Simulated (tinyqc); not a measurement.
Landau coefficients from the transition.

Inverse problem. u = a0 (T - T0) P^2 + be P^4 + ga P^6 (P in uC/cm^2, E in kV/cm, u in mJ/cm^3). Above the transition chi = Cw/(T - T0) with Cw = 1/(2 eps0 a0); at TC = T0 + be^2/(4 a0 ga) the polarisation jumps by sqrt(-be/(2 ga)). Find a0, be and ga.

Inputs (values chosen for the exercise):
- T0 = 450 K (Curie-Weiss temperature)

Constants: eps0 = 8.8541878128e-14 F/cm where lengths are in cm. Results are converted to the units shown.

TC = 487.345679 K
jump of P at TC = 20.1843357 uC/cm^2
Curie constant = 4.70587111e5 K

Solution. The Curie constant gives a0. At TC both u = 0 and du/dP = 0, which give ga = al/P^4 and be = -2 al/P^2 with al = a0 (TC - T0).

a0 = 0.01200 kV cm/(uC K)
be = -0.002200 kV cm^5/uC^3
ga = 2.700e-6 kV cm^9/uC^5

tinyqc, about 0.01 s, one thread, Intel Xeon 2.30GHz (shared host): `OMP_NUM_THREADS=1 python tinyqc.py 2860071 2860072 out.jsonl`
